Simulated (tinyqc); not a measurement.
## Mobility, diffusion coefficient and lifetime from two collectors

Problem. For an injected sheet in a field F the peak time tp at distance L obeys u^2 tp^2 + 2 D tp = L^2 with u^2 = v^2 + 4 D/tau, and the pulse area goes as exp(L (v - u)/(2 D)); v = mu F. Find u, D, mu and tau without using the Einstein relation.

Parameters, values chosen for the exercise:
```
symbol,value,unit,meaning
F,2.9,V/cm,sweep field along the drift
```

distances (um): 4200  9400
peak times (us): 338.002062  763.648030
ratio of the areas, far over near = 0.268828305

Answer. The two peak times give two linear equations for u^2 and D; the area ratio gives v - u, and u^2 - v^2 = 4 D/tau gives tau.

u = 1222 cm/s
D = 8.747 cm^2/s
mu = 406.0 cm^2/(V s)
tau = 3.300e-4 s

Numbers from tinyqc (`OMP_NUM_THREADS=1 python tinyqc.py 2310128 2310129 out.jsonl`; about 0.01 s on one thread of a shared Intel Xeon 2.30GHz).
